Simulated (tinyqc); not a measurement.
Implant damage, amorphisation by cascade overlap, and solid-phase epitaxial regrowth: one step, computed by the program tinyqc. Command: `OMP_NUM_THREADS=1 python tinyqc.py 3111084 3111085 out.jsonl sper walk`. One thread of a shared host (Intel(R) Xeon(R) Processor @ 2.30GHz), about 0.01 s of CPU time with the checks.

Range and width of the damage are inputs. Dynamic annealing enters only through the surviving share f.

Question. Isothermal regrowth. v = v0 x orientation factor x exp(-E_a/(k_B T)) x [1 + (enhancement - 1) exp(-(z - R_d)^2/(2 s_d^2))], T = anneal temperature + 273.15 K; the dopant is taken to follow the damage profile; the lower front moves from the lower edge z2 to the surface, or to the middle (z1 + z2)/2 of a buried layer with upper edge z1; time = int dz/v; the equivalent undoped distance is that time times the undoped velocity.

Inputs (values chosen for the exercise, modelled on phosphorus ions in silicon):

| quantity | value | unit |
|---|---|---|
| depth of the damage peak R_d | 41 | nm |
| width of the damage profile s_d | 24 | nm |
| regrowth prefactor v0 | 5e+15 | nm/s |
| regrowth energy E_a | 2.71 | eV |
| anneal temperature | 572 | C |
| rate relative to (100) | 1 | - |
| peak enhancement by the dopant | 4.3 | - |

lower edge = 104.0829 nm

upper edge = 0 nm

Constants: k_B = 8.617333262e-05 eV/K.

Give: undoped velocity; distance to regrow; time without enhancement; equivalent undoped distance; time with enhancement.

Answer.

undoped velocity = 0.34575 nm/s

distance to regrow = 104.08 nm

time without enhancement = 301.03 s

equivalent undoped distance = 44.182 nm

time with enhancement = 127.79 s

The rate doubles for each 16 K or so near this temperature.
